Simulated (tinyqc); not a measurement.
Electromigration in a confined line: Blech product, Korhonen stress evolution and Black's law: one step, computed by the program tinyqc. Command: `OMP_NUM_THREADS=1 python tinyqc.py 3028710 3028711 out.jsonl emigr walk`. One thread of a shared host (Intel(R) Xeon(R) Processor @ 2.30GHz), about 0.01 s of CPU time with the checks.

The electron wind pushes atoms from the cathode (x = 0) to the anode (x = L); blocking ends build a back stress (tension positive). The input rho is taken not to change with temperature. d sigma/dt = d/dx [kappa (d sigma/dx + G)], with zero flux at both ends and sigma = sigma_0 at t = 0.

Problem. Extrapolation by Black's law. Median life t50 = A j^(-n) exp(E/(k_B T)); acceleration factor = t50(use)/t50(test) = (j/j_u)^n exp[(E/k_B)(1/T_u - 1/T)]. Temperatures in kelvin are T(C) + 273.15.

Inputs (values chosen for the exercise, close to those used for aluminium lines):
```
quantity,value,unit
activation energy E,0.683,eV
current density j,0.99,MA/cm^2
test temperature T,350,C
use temperature T_u,85,C
use current density j_u,1.2,MA/cm^2
current exponent n,1.2,-
```

Start: thermal stress.

Constants: k_B = 8.617333262e-05 eV/K.

Give: current factor; temperature factor; acceleration factor.

Solution.

current factor = 0.7939

temperature factor = 12222

acceleration factor = 9703
